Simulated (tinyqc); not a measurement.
# Doping from the body effect

Inverse problem. The threshold of a long MOSFET, counted against the source, shifts by gamma (sqrt(2 phiF + Vsb) - sqrt(2 phiF)) with gamma = sqrt(2 eps0 eps_r q N)/Cox. Find 2 phiF, gamma and N from two shifts.

Parameters, values chosen for the exercise:

| symbol | value | unit | meaning |
|---|---|---|---|
| eps_r | 11.6 |  | relative permittivity |

Constants: q = 1.602176634e-19 C, eps0 = 8.8541878128e-14 F/cm where lengths are in cm. Results are converted to the units shown.

|VT - VT(0)| at source-body biases 0.9 and 2.5 V (V): [0.57395456, 1.3079054]
Cox = 0.31392120 uF/cm^2

Answer. The ratio of the shifts depends on 2 phiF alone and rises steadily with it, so it fixes 2 phiF; either shift then gives gamma, and gamma gives N.

2 phiF = 0.9024 V
gamma = 1.462 V^0.5
N = 6.400e17 cm^-3

Numbers from tinyqc (`OMP_NUM_THREADS=1 python tinyqc.py 2060136 2060137 out.jsonl`; about 0.01 s on one thread of a shared Intel Xeon 2.30GHz).
